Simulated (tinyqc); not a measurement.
Inside a calculation. Model: precursor delivery and alloy composition in metal-organic vapour-phase epitaxy. Computed by tinyqc, a small Python program that keeps every step. Command: `OMP_NUM_THREADS=1 python tinyqc.py 3013580 3013581 out.jsonl movpe walk`. One thread of a shared host (Intel(R) Xeon(R) Processor @ 2.30GHz), about 0.01 s of CPU time with the checks. Intermediate numbers are printed to about 7 digits and carried at full precision; extremes and crossings named in words are read from the listed rows.

Carrier gas leaves each bubbler saturated. Group-III species cross a boundary layer and react at the surface; element 2 can also desorb. The film is (1)_(1-x) (2)_x V with a zinc-blende cell.

Inputs (values chosen for the exercise, close to those used for AlGaAs from TMAl and TEGa):
```
quantity                                   value      unit
source 1: a in log10(p/torr) = a - b/T      8.22         -
source 1: b                                 2134         K
source 1: bath temperature                    17         C
source 1: carrier flow                        13      sccm
source 2: a                                 8.08         -
source 2: b                                 2162         K
source 2: bath temperature                    24         C
source 2: carrier flow                        50      sccm
bubbler pressure p_b                        1000      torr
group-V hydride flow                         290      sccm
total flow                                    23       slm
reactor pressure p                            75      torr
diffusivity D0 at 273.15 K and 760 torr     0.32    cm^2/s
boundary layer delta                        0.86        cm
prefactor of the surface rate k_s        1.3e+13      cm/s
energy of k_s                               1.84        eV
prefactor of the loss of element 2       4.4e+17  layers/s
energy of the loss                          3.62        eV
lattice constant a                         5.655  angstrom
growth temperature T                         690         C
```

Constants: k_B = 1.380649e-23 J/K; k_B = 8.617333262e-05 eV/K.

## Molar flows

Temperatures in kelvin are T(C) + 273.15. Vapour pressure p_v = 10^(a - b/T); precursor flow = carrier flow x p_v/(p_b - p_v); 1 sccm = 44.615 micromol/min; V/III = hydride flow over the sum of both; gas share x_g = F2/(F1 + F2).

vapour pressures (torr): source 1 7.331343, source 2 6.371084

molar flows (micromol/min): F1 4.283546, F2 14.30342

V/III ratio = 696.0978

gas share x_g = 0.7695404

The slope of F2 with the temperature of bath 2 is b ln(10)/T^2 x p_b/(p_b - p_v) = 5.7 % per kelvin. Caution: trimethylaluminium is largely a dimer in the vapour, which would double its metal flow; it is counted as a monomer here.

## Transport to the surface

Partial pressure p_i = p F_i/(44615 x total flow in slm); density n_i = p_i/(k_B T), 1 torr = 133.322 Pa; D = D0 (T/273.15)^1.75 (760/p), h = D/delta, the same for both; k_s = prefactor x exp(-energy/(k_B T)); arrival J_i = n_i/(1/h + 1/k_s); in layers per second g_i = J_i a^2/2 (two group-III sites per a^2 on (001)).

densities (1/cm^3): n1 3.138923e+12, n2 1.048135e+13

h = 34.21103 cm/s

k_s = 3061.684 cm/s

arrival rates (layers/s): g1 0.1698072, g2 0.5670125

Growth is transport-limited.

## Composition and growth rate

Loss of element 2 is r x with r = prefactor x exp(-energy/(k_B T)). Then x = (g2 - r x)/(g1 + g2 - r x), or r x^2 - (g1 + g2 + r) x + g2 = 0, smaller root; growth rate G = g1/(1 - x) layers/s; one layer is a/2 thick, 1 angstrom/s = 0.36 um/h. Distribution coefficient = [x/(1 - x)]/[x_g/(1 - x_g)], x_g = g2/(g1 + g2).

loss rate r = 0.05028548 layers/s

solid share x = 0.7569858

growth rate G = 0.7112620 um/h

distribution coefficient = 0.9328668

6.7 % of element 2 is lost again. Caution: the lattice constant is held fixed as x changes, delta does not respond to the flow, both precursors share one D and k_s, and gas-phase side reactions are left out.

## Three regimes over temperature

The formulas are those given above.

Growth:
```
T (C)         k_s/h  r (layers/s)          x   G (um/h)
450    9.424555e-02  2.599816e-08  0.7695403  0.0526852
500    5.659007e-01  1.112969e-06  0.7695395  0.2324310
550    2.714306e+00  3.018677e-05  0.7695293  0.4925965
600    1.081305e+01  5.610396e-04  0.7693833  0.6445084
650    3.688523e+01  7.597787e-03  0.7676116  0.7093146
700    1.103774e+02  7.872070e-02  0.7496878  0.6973528
750    2.954426e+02  6.490050e-01  0.5641522  0.4181852
800    7.186048e+02  4.395782e+00  0.1346713  0.2187393
850    1.609019e+03  2.511046e+01  0.0254067  0.2011183
```

G peaks at 650 C among these rows. Between the first rows the apparent energy is 1.43 eV, against 1.84 eV for k_s, as control is already mixed; k_s passes h between 500 and 550 C, well above which G depends weakly on T until desorption sets in. Among these rows x stays within 2 % of x_g up to 650 C and then falls, to 0.025 in the last row, as element 2 desorbs. Caution: in these rows, too, a is fixed and both precursors share one D and k_s.

Checks made by the program: balance of element 2 (relative difference below 1e-10).
